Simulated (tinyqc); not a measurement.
# Read current of a NAND string, cells in series solved by shooting, step by step

Program tinyqc, `OMP_NUM_THREADS=1 python tinyqc.py 2142242 2142243 out.jsonl`; Intel Xeon 2.30GHz, shared host, one thread, about 0.3 s. Printed values are rounded.

Cells in series, numbered from 0 at the source line (0 V) to the bit line, each followed by a gap resistance Rg. A cell with gate Vg, threshold VT, source Vs and drain Vd passes I = 2 nf K Vt^2 [F(Vs) - F(Vd)]/(1 + th max(Vg - VT, 0)), F(V) = ln^2(1 + exp((Vg - VT - nf V)/(2 nf Vt))). The selected cell has Vg = Vr, the others Vg = Vp.

Parameters, values chosen for the exercise; values of the order met in vertical NAND strings: temperature T = 358 K; gain factor of a cell K = 4.4 uA/V^2; slope factor nf = 1.5; mobility reduction factor th = 0.09 1/V; resistance of the gap between cells Rg = 2.1 kohm; bit-line voltage Vbl = 0.3 V; pass voltage Vp = 5.6 V; read voltage on the selected word line Vr = 3.42 V.

Constants: q = 1.602176634e-19 C, kB = 1.380649e-23 J/K, Vt = kB T/q. Results are converted to the units shown.

## Step 1: node voltages for a trial current

first trial current = 0.18 uA
thresholds from the source end, cell 0 to 4 (V): 4.6  4.6  -1.2  2.4  -1.2

For a trial current I start at 0 V and, cell by cell (the selected one is cell 3), solve for the drain: sqrt(F(Vd)) = sqrt(F(Vs) - I/k), k = 2 nf K Vt^2/(1 + th max(Vg - VT, 0)), Vd = [Vg - VT - 2 nf Vt ln(exp(sqrt F) - 1)]/nf, then add I Rg.

node voltage after each cell and gap, trial 1, cell 0 to 4 (V): 0.04657043  0.09690321  0.1072020  0.1621724  0.1726197

## Step 2: node voltages for a trial current

second trial current = 0.27 uA

As before.

node voltage after each cell and gap, trial 2, cell 0 to 4 (V): 0.07119709  0.1520717  0.1677163  0.2645614  0.2806048

## Course of the secant iteration

Secant steps on the end voltage less Vbl, from the two trials; a trial above the saturation current of a cell has no solution and is moved halfway to the previous trial. Stop below 1e-9 V.

Course of the iteration:
```
iteration	I (uA)	end voltage - Vbl (V)	halvings
1	0.2861649	2.69e-3	0
2	0.2841979	-5.78e-5	0
3	0.2842393	-1.73e-7	0
4	0.2842394	1.11e-11	0
```

Converged in 4 iterations to I = 0.28424 uA. The selected cell takes 34.9 % of the bit-line voltage and the gaps together 0.995 %.
